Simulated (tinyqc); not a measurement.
Inside a calculation. Method: CIS on RHF in the sto-3g basis, for BeH2, spin multiplicity 1. One step of it, computed by the program tinyqc.

Task: CIS matrix, triplets. A(ia,jb) = (e_a - e_i) d_ij d_ab - (ij|ab).

orbital energies (hartree): MO1 -4.534545, MO2 -0.415107, MO3 -0.370602, MO4 0.205651, MO5 0.213729, MO6 0.363250, MO7 0.681545

Two-electron integrals over orbitals (pq|rs), unique and non-zero (hartree):
```
(11|11) 2.271956    (21|11) -0.186388   (21|21) 0.023627    (22|11) 0.456325
(22|21) -0.005633   (22|22) 0.373510    (31|31) 0.005008    (32|31) 0.010805
(32|32) 0.157777    (33|11) 0.417234    (33|21) -0.002305   (33|22) 0.384553
(33|33) 0.407624    (41|11) 0.056322    (41|21) -0.006724   (41|22) 0.003685
(41|33) 0.002038    (41|41) 0.016739    (42|11) -0.030304   (42|21) 0.001989
(42|22) 0.010206    (42|33) 0.013332    (42|41) 0.013421    (42|42) 0.048347
(43|31) -0.000231   (43|32) 0.019580    (43|43) 0.016099    (44|11) 0.562610
(44|21) -0.007505   (44|22) 0.349906    (44|33) 0.333513    (44|41) -0.006593
(44|42) -0.036810   (44|44) 0.453143    (51|51) 0.015745    (52|51) 0.014904
(52|52) 0.047265    (53|53) 0.012308    (54|51) -0.004602   (54|52) -0.012390
(54|54) 0.026645    (55|11) 0.569185    (55|21) -0.007206   (55|22) 0.352647
(55|33) 0.333462    (55|41) 0.001862    (55|42) -0.014990   (55|44) 0.398695
(55|55) 0.449859    (61|11) -0.184647   (61|21) 0.024020    (61|22) -0.005120
(61|33) -0.002464   (61|41) -0.003010   (61|42) 0.005285    (61|44) -0.007986
(61|55) -0.005434   (61|61) 0.025493    (62|11) 0.134548    (62|21) -0.005665
(62|22) -0.011835   (62|33) -0.038646   (62|41) 0.005225    (62|42) -0.006945
(62|44) 0.056398    (62|55) 0.066847    (62|61) -0.003776   (62|62) 0.082330
(63|31) -0.000400   (63|32) -0.089816   (63|43) -0.016504   (63|63) 0.083992
(64|11) 0.027117    (64|21) 0.000348    (64|22) 0.001884    (64|33) -0.006866
(64|41) 0.012951    (64|42) 0.033213    (64|44) -0.000349   (64|55) 0.011582
(64|61) 0.003977    (64|62) 0.029680    (64|64) 0.041062    (65|51) 0.015516
(65|52) 0.044843    (65|54) -0.007428   (65|65) 0.046869    (66|11) 0.465735
(66|21) -0.006366   (66|22) 0.378091    (66|33) 0.386281    (66|41) 0.010629
(66|42) 0.031023    (66|44) 0.343319    (66|55) 0.354217    (66|61) -0.003682
(66|62) -0.015844   (66|64) 0.017309    (66|66) 0.405562    (71|31) 0.009423
(71|32) 0.017298    (71|43) -0.000738   (71|63) 0.000186    (71|71) 0.017868
(72|31) 0.004537    (72|32) -0.039050   (72|43) -0.015832   (72|63) 0.060924
(72|71) 0.008344    (72|72) 0.057221    (73|11) 0.149956    (73|21) -0.003996
(73|22) 0.000347    (73|33) -0.018391   (73|41) 0.000115    (73|42) -0.021885
(73|44) 0.068164    (73|55) 0.070541    (73|61) -0.003657   (73|62) 0.076121
(73|64) 0.016154    (73|66) -0.018678   (73|73) 0.087720    (74|31) -0.003085
(74|32) -0.035597   (74|43) 0.008578    (74|63) 0.022376    (74|71) -0.005317
(74|72) 0.006844    (74|74) 0.025311    (75|53) 0.013178    (75|75) 0.016925
(76|31) 0.009206    (76|32) 0.134331    (76|43) 0.021105    (76|63) -0.086426
(76|71) 0.015143    (76|72) -0.046453   (76|74) -0.029686   (76|76) 0.127770
(77|11) 0.542601    (77|21) -0.007390   (77|22) 0.397672    (77|33) 0.413470
(77|41) 0.001757    (77|42) 0.002498    (77|44) 0.378058    (77|55) 0.376213
(77|61) -0.007216   (77|62) -0.017499   (77|64) -0.006541   (77|66) 0.406419
(77|73) 0.004478    (77|77) 0.450460
```

Give: CIS matrix A, triplet.

Result:

CIS matrix A, triplet (hartree):
```
         1>4     1>5      1>6      1>7      2>4     2>5      2>6      2>7
1>4   4.1776  0.0000  -0.0271   0.0000   0.0075  0.0000  -0.0003   0.0000
1>5   0.0000  4.1791   0.0000   0.0000   0.0000  0.0072   0.0000   0.0000
1>6  -0.0271  0.0000   4.4321   0.0000  -0.0003  0.0000   0.0064   0.0000
1>7   0.0000  0.0000   0.0000   4.6735   0.0000  0.0000   0.0000   0.0074
2>4   0.0075  0.0000  -0.0003   0.0000   0.2709  0.0000  -0.0019   0.0000
2>5   0.0000  0.0072   0.0000   0.0000   0.0000  0.2762   0.0000   0.0000
2>6  -0.0003  0.0000   0.0064   0.0000  -0.0019  0.0000   0.4003   0.0000
2>7   0.0000  0.0000   0.0000   0.0074   0.0000  0.0000   0.0000   0.6990
3>4   0.0000  0.0000   0.0000   0.0031   0.0000  0.0000   0.0000   0.0356
3>5   0.0000  0.0000   0.0000   0.0000   0.0000  0.0000   0.0000   0.0000
3>6   0.0000  0.0000   0.0000  -0.0092   0.0000  0.0000   0.0000  -0.1343
3>7   0.0031  0.0000  -0.0092   0.0000   0.0356  0.0000  -0.1343   0.0000

        3>4     3>5      3>6      3>7
1>4  0.0000  0.0000   0.0000   0.0031
1>5  0.0000  0.0000   0.0000   0.0000
1>6  0.0000  0.0000   0.0000  -0.0092
1>7  0.0031  0.0000  -0.0092   0.0000
2>4  0.0000  0.0000   0.0000   0.0356
2>5  0.0000  0.0000   0.0000   0.0000
2>6  0.0000  0.0000   0.0000  -0.1343
2>7  0.0356  0.0000  -0.1343   0.0000
3>4  0.2427  0.0000   0.0069   0.0000
3>5  0.0000  0.2509   0.0000   0.0000
3>6  0.0069  0.0000   0.3476   0.0000
3>7  0.0000  0.0000   0.0000   0.6387
```
